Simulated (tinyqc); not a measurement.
Keating valence-force model of a tetrahedral crystal: one step, computed by the program tinyqc.

Atom A sits at 0 and atom B at a/4 (1,1,1) of an fcc lattice; the four bonds from A are t = a/4 (1,1,1), a/4 (1,-1,-1), a/4 (-1,1,-1), a/4 (-1,-1,1), of length d = sqrt(3) a/4. Energy: E = (3 alpha/(8 d^2)) sum over bonds (r.r - d^2)^2 + (3 beta/(8 d^2)) sum over pairs of bonds at one atom (r_i.r_j + d^2/3)^2; both atoms have the mass M. The cell holds two atoms, Omega = a^3/4. 1 N/m = 1 J/m^2. With constants fitted to the elastic moduli this model puts optical and zone-boundary frequencies of real crystals too high, by up to about 20 % in elemental crystals and up to about 50 % in compounds, and mostly by more for TA modes; in compounds the lattice part of the static dielectric constant then comes out too low.

Task: Frequencies at the zone boundary. With displacements u exp(i q.r), each bracket changes by g.u, where g = (g_A, g_B): bond t, g = (-2 t, 2 t exp(i q.t)); pair (i, j) at A, g = (-(t_i + t_j), t_i exp(i q.t_j) + t_j exp(i q.t_i)); pair at B, g = (-t_i exp(-i q.t_j) - t_j exp(-i q.t_i), t_i + t_j). Then D_mn = sum over the 4 bonds and 12 pairs of (4 k/a^2) conj(g_m) g_n / sqrt(M_m M_n), with k = alpha or beta converted to eV/angstrom^2. An eigenvalue lambda of D in eV/(angstrom^2 u) gives nu = 15.6333042 THz x sqrt(lambda).

Inputs (values chosen for the exercise, modelled on diamond): atomic mass M = 12.011 u; bond stretching alpha = 124 N/m; bond bending beta = 89.5 N/m.

Structure: diamond.

Constants: nu for 1 eV/(angstrom^2 u) = 15.6333042 THz; 1 eV/angstrom^2 = 16.02176634 J/m^2.

Give: Frequencies (THz) at points given in 2 pi/a.

Result:

Frequencies (THz) at points given in 2 pi/a:
```
point                nu 1    nu 2    nu 3    nu 4    nu 5    nu 6
X (1, 0, 0)        30.155  30.155  35.495  35.495  39.234  39.234
L (0.5, 0.5, 0.5)  21.323  21.323  32.536  41.407  41.407  42.340
W (1, 0.5, 0)      32.014  32.014  32.933  32.933  39.987  39.987
K (0.75, 0.75, 0)  27.860  32.257  33.511  36.627  37.323  41.512
```

At X the two longitudinal modes are degenerate (39.23 THz), as the diamond symmetry demands.
